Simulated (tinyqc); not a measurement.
Inside a calculation: six-band Luttinger-Kohn model with strain. Values are carried at full precision from step to step, so a last printed digit may differ when a step is redone from the rounded ones.

Constants: hbar^2/2m0 = 3.80998211 eV angstrom^2.

Inputs chosen for the exercise (near those of GaP; the results hold for these values, not for the real material): C11 = 144.1 GPa; C12 = 59.9 GPa; C44 = 67.7 GPa; load = uniaxial [100] (kind of stress); X = 2.25 GPa (stress); Dso = 0.079 eV (spin-orbit splitting); g1 = 4.03 (Luttinger gamma1); g2 = 0.49 (gamma2); g3 = 1.24 (gamma3); av = 1.7 eV (valence hydrostatic potential); b = -1.55 eV (tetragonal shear potential); d = -4.7 eV (trigonal shear potential); k = (0.023, 0.044, 0.047) 1/angstrom (wave vector); kmax = 0.1 1/angstrom (end of the path).

## Strain from a uniaxial [100] stress

s11 = (C11 + C12)/((C11 - C12)(C11 + 2 C12)), s12 = -C12/((C11 - C12)(C11 + 2 C12)), s44 = 1/C44; exx = s11 sxx + s12 (syy + szz) and cyclic, exy = s44 sxy/2; tension is positive. A uniaxial stress X along the unit vector n is s_ij = X n_i n_j.

s11, s12, s44 (1/TPa): [9.1808, -2.6957, 14.7710]

strain tensor, rows x, y, z and columns alike:
$$\begin{pmatrix}
0.020657 & 0.000000 & 0.000000 \\
0.000000 & -0.006065 & 0.000000 \\
0.000000 & 0.000000 & -0.006065
\end{pmatrix}$$

The volume changes by +0.853 %; there is no shear in the cubic axes, so d does not enter.

## The terms P, Q, R, S at one k

P = c g1 k^2 - av tr(e); Q = c g2 (kx^2 + ky^2 - 2 kz^2) - (b/2)(exx + eyy - 2 ezz); R = c sqrt3 [-g2 (kx^2 - ky^2) + 2i g3 kx ky] + (sqrt3/2) b (exx - eyy) - i d exy; S = 2 c sqrt3 g3 (kx - i ky) kz - d (exz - i eyz); c = hbar^2/2m0, e the strain tensor (not engineering shear).

Form the four terms.

Terms (eV):
```
term            from k  from strain
P              0.07177     -0.01449
Q             -0.00365      0.02071
R     0.00455+0.01656i     -0.03587
S     0.01769-0.03384i      0.00000
```

## The Hamiltonian

Six-band Luttinger-Kohn model in the basis |3/2,3/2>, |3/2,1/2>, |3/2,-1/2>, |3/2,-3/2>, |1/2,1/2>, |1/2,-1/2>, electron energies, zero at the top of the unstrained valence band. H = -[rows: (P+Q, -S, R, 0, -S/r2, r2 R); (-S*, P-Q, 0, R, -r2 Q, r32 S); (R*, 0, P-Q, S, r32 S*, r2 Q); (0, R*, S*, P+Q, -r2 R*, -S*/r2); (-S*/r2, -r2 Q, r32 S, -r2 R, P+Dso, 0); (r2 R*, r32 S*, r2 Q, -S/r2, 0, P+Dso)], r2 = sqrt(2), r32 = sqrt(3/2). Levels are twofold.

Each term is the sum of its two parts.

H(k) (eV), rows 3/2,3/2, 3/2,1/2, 3/2,-1/2, 3/2,-3/2, 1/2,1/2, 1/2,-1/2 and columns alike:
$$\begin{pmatrix}
-0.0743 & 0.0177-0.0338i & 0.0313-0.0166i & 0 & 0.0125-0.0239i & 0.0443-0.0234i \\
0.0177+0.0338i & -0.0402 & 0 & 0.0313-0.0166i & 0.0241 & -0.0217+0.0415i \\
0.0313+0.0166i & 0 & -0.0402 & -0.0177+0.0338i & -0.0217-0.0415i & -0.0241 \\
0 & 0.0313+0.0166i & -0.0177-0.0338i & -0.0743 & -0.0443-0.0234i & 0.0125+0.0239i \\
0.0125+0.0239i & 0.0241 & -0.0217+0.0415i & -0.0443+0.0234i & -0.1363 & 0 \\
0.0443+0.0234i & -0.0217-0.0415i & -0.0241 & 0.0125-0.0239i & 0 & -0.1363
\end{pmatrix}$$

## Levels and their make-up

Diagonalise H. The weights add +m and -m and are averaged over each pair; m is taken along z.

levels from the top, each twofold (eV): [0.0195, -0.0793, -0.1910]

weights, rows |3/2,+-3/2>, |3/2,+-1/2>, |1/2,+-1/2>; columns top, second, third:
$$\begin{pmatrix}
0.314 & 0.453 & 0.233 \\
0.547 & 0.319 & 0.134 \\
0.139 & 0.228 & 0.633
\end{pmatrix}$$

The top pair is 55 % |3/2,+-1/2>, the second pair is 45 % |3/2,+-3/2> and the third pair is 63 % |1/2,+-1/2>.

## Band edges at k = 0
Diagonalise H at k = 0. The weights add +m and -m (m along z) and are averaged over each pair.

edges from the top (eV): [0.0559, 0.0158, -0.1072]

weights at k = 0, rows |3/2,+-3/2>, |3/2,+-1/2>, |1/2,+-1/2>; columns top, second, third:
$$\begin{pmatrix}
0.250 & 0.490 & 0.260 \\
0.750 & 0.163 & 0.087 \\
0.000 & 0.347 & 0.653
\end{pmatrix}$$

The stress splits the top two pairs by 40.1 meV, 1.55 times kT at 300 K (25.85 meV); the third lies 163.1 meV below the top, against Dso = 79 meV without stress.

## Polarisation of the edge transitions

In the basis X, Y, Z times spin, H(k = 0) has -Dso/3 + l exx + m (eyy + ezz) on the diagonal (cyclic) and n exy off it, l = av + 2 b, m = av - b, n = sqrt(3) d. Spin-orbit term (Dso/3) L.sigma on X, Y, Z with (L_k)_ij = -i epsilon_kij: <X+|H|Y+> = -i Dso/3, <X+|H|Z-> = Dso/3, <Y+|H|Z-> = -i Dso/3, <Z+|H|X-> = -Dso/3, <Z+|H|Y-> = i Dso/3, <X-|H|Y-> = i Dso/3, and their conjugates; + and - are the spin along z. The strength of a transition to an s-like conduction level for light polarised along the unit vector u is the weight of the orbital ux X + uy Y + uz Z in the valence state, summed over spin and averaged over the pair.

strain block of X, Y, Z (eV), rows X, Y, Z and columns alike:
$$\begin{pmatrix}
-0.06834 & 0 & 0 \\
0 & 0.05591 & 0 \\
0 & 0 & 0.05591
\end{pmatrix}$$

Relative strengths:
```
polarisation    top  second  third
[100]         0.000   0.102  0.898
[010]         0.500   0.449  0.051
[001]         0.500   0.449  0.051
[110]         0.250   0.276  0.474
[1-10]        0.250   0.276  0.474
[111]         0.333   0.333  0.333
```

The top pair is strongest for light along [010] and [001] (0.500) and weakest along [100] (0.000); without strain every direction has 1/3 on average over the fourfold top. For each polarisation the three pairs add up to 1.

## Hole masses at the edges

Curvature at k = 0: m/m0 = -2 c h^2/(E(h u) + E(-h u) - 2 E(0)) with h = 0.0002 1/angstrom along the unit vector u.

Hole masses (m0):
```
direction    top  second  third
[110]      0.264   0.259  0.225
[1-10]     0.264   0.259  0.225
[100]      0.328   0.299  0.176
[001]      0.221   0.229  0.313
```

Of the directions listed, the top pair is lightest along [001] (0.221) and heaviest along [100] (0.328). These masses hold only for hole energies well below the splitting of 40 meV.

## Bands along [110] and [001]

Six points from 0 to kmax in each direction.

Levels (eV):
```
direction  |k| (1/angstrom)      top   second    third  top, no stress  second, no stress
[110]                 0.000   0.0559   0.0158  -0.1072          0.0000             0.0000
[110]                 0.020   0.0503   0.0100  -0.1142         -0.0027            -0.0093
[110]                 0.040   0.0350  -0.0064  -0.1378         -0.0103            -0.0340
[110]                 0.060   0.0132  -0.0300  -0.1845         -0.0212            -0.0661
[110]                 0.080  -0.0117  -0.0588  -0.2598         -0.0340            -0.1021
[110]                 0.100  -0.0358  -0.0956  -0.3647         -0.0482            -0.1447
[001]                 0.000   0.0559   0.0158  -0.1072          0.0000             0.0000
[001]                 0.020   0.0491   0.0090  -0.1121         -0.0046            -0.0076
[001]                 0.040   0.0302  -0.0125  -0.1269         -0.0186            -0.0296
[001]                 0.060   0.0019  -0.0514  -0.1519         -0.0418            -0.0636
[001]                 0.080  -0.0339  -0.1081  -0.1884         -0.0744            -0.1061
[001]                 0.100  -0.0776  -0.1779  -0.2407         -0.1162            -0.1549
```

## Checks

- Levels against the same model in the basis X, Y, Z times spin: they agree to 1e-10 or better.

tinyqc: `OMP_NUM_THREADS=1 python tinyqc.py 1050481 1050482 out.jsonl`; about 0.05 s, one thread, shared Intel(R) Xeon(R) Processor @ 2.30GHz.
